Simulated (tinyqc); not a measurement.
From drift mobility mu back to acoustic deformation potential D_A: mobility of a non-polar semiconductor in the relaxation-time approximation. Computed by tinyqc, a small Python program. Command: `OMP_NUM_THREADS=1 python tinyqc.py 3005213 3005214 out.jsonl rta inv`. One thread of a shared host (Intel(R) Xeon(R) Processor @ 2.30GHz), about 0.02 s of CPU time with the checks.

Each valley is treated as a sphere of mass m_d for states and rates, with one isotropic relaxation time; the conductivity mass m_c sets the current.

Inputs (values chosen for the exercise, for a model non-polar semiconductor):
```
quantity                                            value       unit
longitudinal mass m_l                                 0.1        m_0
transverse mass m_t                                   0.1        m_0
equivalent valleys Z                                    1          -
non-parabolicity alpha                                0.7       1/eV
static permittivity eps_s                            12.4          -
density rho                                          4100     kg/m^3
sound velocity v_l                                   9580        m/s
phonon energy hbar w                                 40.1        meV
optical or intervalley deformation potential D_o       10  1e8 eV/cm
final valleys Z_f                                       1          -
carrier density n                                   3e+16     1/cm^3
compensation ratio C                                0.063          -
temperature T                                         300          K
neutral impurity density N_n                      2.4e+16     1/cm^3
```

Band: Kane. Impurity formula: Conwell-Weisskopf. Further scattering: neutral impurities.

Constants: k_B = 8.617333262e-05 eV/K; m_0 = 9.1093837015e-31 kg; e = 1.602176634e-19 C; hbar = 1.054571817e-34 J s; eps_0 = 8.8541878128e-12 F/m; k_B = 1.380649e-23 J/K; hbar = 6.582119569e-16 eV s.

Method:
- m_d = (m_l m_t^2)^(1/3); 1/m_c = (1/m_l + 2/m_t)/3; Hall mass factor A = 3 K_m (K_m + 2)/(2 K_m + 1)^2, K_m = m_l/m_t; N_I = n (1 + C)/(1 - C).
- Kane band: hbar^2 k^2/(2 m) = E (1 + alpha E), speed v = hbar k/(m (1 + 2 alpha E)), states per spin, volume and energy g(E) = m k (1 + 2 alpha E)/(2 pi^2 hbar^2); overlap factors are set to 1. Here m = m_d. Masses are multiplied by m_0 and all formulas are in SI units.
- The reduced Fermi level eta = E_F/(k_B T) solves n = 2 Z int g f dE with f = 1/(1 + exp(x - eta)) (Z = 1 unless valleys are given); screening length L_s = sqrt(eps_s eps_0 k_B T/(e^2 dn/deta)), dn/deta = 2 Z int g f (1 - f) dE.
- Integrals over x = E/(k_B T) use 160 Gauss-Legendre points in u = sqrt(x) from 0 to sqrt(max(eta, 0) + 32).
- Phonon occupation N_q = 1/(exp(hbar w/(k_B T)) - 1).
- Acoustic deformation potential (elastic, equipartition, absorption and emission together): 1/tau = 2 pi k_B T D_A^2 g(E)/(hbar rho v_l^2).
- Optical or intervalley deformation potential: 1/tau = (pi Z_f D_o^2/(rho w)) [N_q g(E + hbar w) + (N_q + 1) g(E - hbar w)], with g = 0 below the band edge.
- Each optical term is multiplied by (1 - f(E'))/(1 - f(E)), E' the final energy, for Pauli blocking.
- Singly charged impurities, momentum relaxation: 1/tau = N_I e^4 m (1 + 2 alpha E) Phi/(8 pi (eps_s eps_0)^2 hbar^3 k^3), with alpha = 0 for a parabolic band.
- Conwell-Weisskopf: Phi = ln(1 + y^2), y = 4 pi eps_s eps_0 E N_I^(-1/3)/e^2 (largest impact parameter N_I^(-1/3)/2).
- Neutral impurities (Erginsoy): 1/tau = 20 N_n a_B hbar/m, a_B = 4 pi eps_s eps_0 hbar^2/(m e^2).
- mu = (m_d/m_c) (2 Z e/(3 n k_B T)) int g v^2 tau f (1 - f) dE.
- Averages over x are split at the emission threshold x_0 = hbar w/(k_B T): 64 Gauss-Legendre points in sqrt(x) below it and 128 in sqrt(x - x_0) above it, up to x = max(eta, 0) + 32.
- Rates are added at each energy before the average. With <y> = int g v^2 y f (1 - f) dE: Hall factor r_H = A (3 n k_B T/(2 Z m_d)) <tau^2/(1 + 2 alpha E)>/<tau>^2 (alpha = 0 for a parabolic band); Hall mobility r_H mu; |S| = (k_B/e) (<x tau>/<tau> - eta); resistivity 1/(n e mu).

Question. A run gave the result below. Find the acoustic deformation potential D_A, known to lie between 3.4 and 12 eV.

drift mobility mu = 3163.737 cm^2/(V s)

Answer.

Each step takes the trial c = (a f_b - b f_a)/(f_b - f_a), f being the result less the target and a, b, c the logarithms of the listed values; c replaces end b, the old b replaces a if the sign of f changed, and otherwise f_a is halved.

Scan of the range:
```
acoustic deformation potential D_A (eV)  drift mobility mu (cm^2/(V s))
3.40                                                            3209.74
4.20                                                            3197.57
5.18                                                            3179.35
6.39                                                            3152.06
7.88                                                            3111.60
9.73                                                            3051.81
12.00                                                           2965.99
```

False position (Illinois rule, in the logarithm of the input) inside the bracket:
```
step    end a    end b    trial  drift mobility mu (cm^2/(V s))
1     5.18000  6.39000  5.84116                         3165.08
2     6.39000  5.84116  5.89562                         3163.84
3     6.39000  5.89562  5.90367                         3163.65
4     5.89562  5.90367  5.90000                         3163.74
5     5.90367  5.90000  5.90000                         3163.74
```

Drift mobility mu falls at every point of a 13-point scan of the range (every second point is shown), so one value fits; it is bracketed by 5.18 and 6.39. Answer: acoustic deformation potential D_A = 5.900 eV.

Caution: Erginsoy's formula holds for k a_B below about 0.5 and for dopants that stay neutral, which means low temperature; elsewhere it is only a rough constant rate.
